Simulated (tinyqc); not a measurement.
Shallow acceptor in the spherical model (Baldereschi-Lipari), strong spin-orbit limit. Convergence with the basis. Computed by tinyqc, a small Python program. Command: `OMP_NUM_THREADS=1 python tinyqc.py 3030901 3030902 out.jsonl acceptor sweep`. One thread of a shared host (Intel(R) Xeon(R) Processor @ 2.30GHz), about 0.02 s of CPU time with the checks.

The 1S(3/2) state has an s envelope f(r) and a d envelope g(r). In effective units they obey -(f'' + 2f'/r + 2f/r) + mu (g'' + 5g'/r + 3g/r^2) = E f and -(g'' + 2g'/r - 6g/r^2 + 2g/r) + mu (f'' - f'/r) = E g. The cubic term, the split-off band and the central cell are left out.

Inputs (values chosen for the exercise, modelled on CdTe):

| quantity | value | unit |
|---|---|---|
| Luttinger gamma_1 | 4.22 | - |
| Luttinger gamma_2 | 1.09 | - |
| Luttinger gamma_3 | 1.59 | - |
| dielectric constant eps | 9.99 | - |
| smallest exponent zeta_1 | 0.77 | 1/a* |
| ratio beta of exponents | 2.3 | - |

Constants: Ry = 13.605693123 eV; a_0 = 0.529177210903 angstrom.

Method:
- Ry* = Ry/(gamma_1 eps^2), a* = a_0 eps gamma_1, mu = (6 gamma_3 + 4 gamma_2)/(5 gamma_1), delta = (gamma_3 - gamma_2)/gamma_1; spherical masses 1/(gamma_1 (1 - mu)) (heavy) and 1/(gamma_1 (1 + mu)) (light).
- zeta_i = zeta_1 beta^(i-1), i = 1..n, in both channels.
- Basis: f_i = exp(-zeta_i r), g_i = r exp(-zeta_i r), weight r^2 dr, s = zeta_i + zeta_j. S_ff = 2/s^3, H_ff = zeta_i zeta_j S_ff - 2/s^2; S_gg = 24/s^5, H_gg = 8/s^3 + 24 zeta_i zeta_j/s^5 - 12/s^4; H(f_i, g_j) = mu (6 zeta_i^2/s^4 + 2 zeta_i/s^3); S_fg = 0. Each function is normalised by sqrt(S_ii).
- H c = E S c with c^T S c = 1 and the largest component positive; the d weight is the part of the norm in g.
- Large basis: zeta_i = 0.08 x 1.55^(i-1), i = 1..20 in each channel; overlap eigenvalues below 1e-11 are dropped.
- Binding energies are -E Ry*; the mass that fits is E(1S) eps^2/Ry.

One run for each value:

| functions per channel n | E (Ry*) | d weight | 1S(3/2) binding in Ry* |
|---|---|---|---|
| 1 | -1.129 | 0.0947 | 1.685 |
| 2 | -1.664 | 0.1817 | 1.685 |
| 3 | -1.679 | 0.1895 | 1.685 |
| 4 | -1.681 | 0.1916 | 1.685 |
| 5 | -1.682 | 0.1922 | 1.685 |
| 6 | -1.682 | 0.1924 | 1.685 |

Describe and explain the trends.

Over the rows, E (Ry*) falls from -1.13 to -1.68 (exponent d ln y / d ln x 0.56 between the first rows and 5.9e-4 between the last); d weight rises from 0.0947 to 0.192 (exponent d ln y / d ln x 0.94 between the first rows and 0.0057 between the last); 1S(3/2) binding in Ry* does not change. The error against the large basis falls from 33 % to 0.15 %; every E lies above the converged level, as a variational bound must.

Extremes, crossings and ranges named in words are read from the listed rows.
